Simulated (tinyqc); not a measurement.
Band bending at a free surface with one surface level, surface photovoltage and Kelvin probe: two steps of the calculation.

n-type bulk, xi = Ec - EF = Vt ln(Nc/Nd), p0 = ni^2/Nd, ni = sqrt(Nc Nv) exp(-Eg/(2 Vt)), Eg in volts. b is the upward band bending, u = b/Vt. Space charge per area, in units of q: Qc = sign(b) sqrt((2 eps0 eps_r Vt/q) [(Nd + dn)(exp(-u) - 1) + Nd u + (p0 + dn)(exp(u) - 1)]), with dn the excess density under light (flat quasi-Fermi levels; 0 in the dark). The level holds -Ns f, f = 1/(1 + exp((xi + b - Es)/Vt)). Neutrality: Qc + Qf + (charge of the states) = 0.

Values chosen for this exercise; band and dielectric values close to those of indium phosphide: temperature T = 300 K; band gap Eg = 1.36 eV; relative permittivity eps_r = 12.5; conduction-band density of states at T Nc = 5.71e17 cm^-3; valence-band density of states at T Nv = 1.08e19 cm^-3; electron affinity chi = 4.37 eV; donor density Nd = 5.7e16 cm^-3; excess carrier density under light dn = 1.2e12 cm^-3.

Constants: q = 1.602176634e-19 C, kB = 1.380649e-23 J/K, Vt = kB T/q, eps0 = 8.8541878128e-14 F/cm where lengths are in cm. Results are converted to the units shown.

Task 1. Bulk quantities. xi, ni, p0, the Debye length sqrt(eps0 eps_r Vt/(q Nd)) and the flat-band work function chi + xi.

Find: xi; ni; p0; Debye length; chi + xi.

Result 1.

xi = 0.05957 eV
ni = 9.366e6 cm^-3
p0 = 0.001539 cm^-3
Debye length = 17.70 nm
chi + xi = 4.430 eV

Task 2. Surface photovoltage. Under chopped light the surface charge keeps its dark value, so b falls to bL with Qc(bL, dn) = Qc(b, 0); the photovoltage is b - bL. Qc rises with b, so bL follows by bisection.

converged b = 0.30739786 V

Wanted: bL; photovoltage; share of b removed; excess holes at the surface, dn exp(bL/Vt).

Result 2.

bL = 0.2799 V
photovoltage = 27.46 mV
share of b removed = 8.931 %
excess holes at the surface, dn exp(bL/Vt) = 6.054e16 cm^-3

Numbers from tinyqc (`OMP_NUM_THREADS=1 python tinyqc.py 2430026 2430027 out.jsonl`; about 0.01 s on one thread of a shared Intel Xeon 2.30GHz).
